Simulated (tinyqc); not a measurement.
# From B fraction on the A sublattice back to ordering energy w = (e_AA + e_BB)/2 - e_AB

Model: order-disorder in a binary alloy on two sublattices: Bragg-Williams and pair (quasi-chemical) approximations. Computed by tinyqc, a small Python program. Command: `OMP_NUM_THREADS=1 python tinyqc.py 3024118 3024119 out.jsonl order inv`. One thread of a shared host (Intel(R) Xeon(R) Processor @ 2.30GHz), about 0.05 s of CPU time with the checks.

All z = 8 neighbours of a site lie on the other sublattice. B fills the sublattices with x + eta/2 and x - eta/2; energies are per site, from the pure components: u = -z w y with y the probability of an A-B bond taken in one order.

Inputs (values chosen for the exercise, for a model alloy): fraction x of B = 0.5; temperature T = 514 K.

Lattice: bcc (B2 order, z = 8). Method: Newton steps.

scattering factors f_A, f_B (electrons): [19, 69]

Constants: k_B = 8.617333262e-05 eV/K.

Method:
- Bragg-Williams: u = -z w [x (1 - x) + eta^2/4]; minimising f gives ln[a (1 - b)/(b (1 - a))] = 2 z w eta/(k_B T) =: ln Q, a = x + eta/2, b = x - eta/2. For given Q this is a quadratic for eta, (Q - 1) eta^2/4 - (Q + 1) eta/2 + (Q - 1) x (1 - x) = 0, smaller root: the map eta -> phi(eta).
- Newton steps on phi(eta) - eta, with the slope by central differences of 1e-6; start at 0.999 times 2x; stop when |phi - eta| < 1e-10.
- a = x + eta/2, b = x - eta/2; u = -z w [x (1 - x) + eta^2/4]; s/k_B = [s2(a) + s2(b)]/2, s2(c) = -c ln c - (1 - c) ln(1 - c); gain on ordering = f(eta) - f(0), f = u - T s. Superlattice over fundamental intensity = [eta (f_B - f_A)/2]^2/[(1 - x) f_A + x f_B]^2.

Question. A run gave the result below. Find the ordering energy w = (e_AA + e_BB)/2 - e_AB, known to lie between 19 and 40 meV.

B fraction on the A sublattice = 0.02485305

Answer.

Each step takes the trial c = (a f_b - b f_a)/(f_b - f_a), f being the result less the target and a, b, c the logarithms of the listed values; c replaces end b, the old b replaces a if the sign of f changed, and otherwise f_a is halved.

Scan of the range:
```
ordering energy w = (e_AA + e_BB)/2 - e_AB (meV)  B fraction on the A sublattice
19.0                                                                   0.0411096
21.5                                                                   0.0242472
24.4                                                                   0.0135522
27.6                                                                   0.0073028
31.2                                                                   0.0037086
35.3                                                                   0.0017375
40.0                                                                   0.0007357
```

False position (Illinois rule, in the logarithm of the input) inside the bracket:
```
step    end a    end b    trial  B fraction on the A sublattice
1     19.0000  21.5000  21.4047                       0.0247269
2     19.0000  21.4047  21.3658                       0.0249260
3     21.4047  21.3658  21.3800                       0.0248529
4     21.3658  21.3800  21.3800                       0.0248530
5     21.3658  21.3800  21.3800                       0.0248531
6     21.3800  21.3800  21.3800                       0.0248531
```

B fraction on the A sublattice falls at every point of a 13-point scan of the range (every second point is shown), so one value fits; it is bracketed by 19.0 and 21.5. Answer: ordering energy w = (e_AA + e_BB)/2 - e_AB = 21.38 meV.
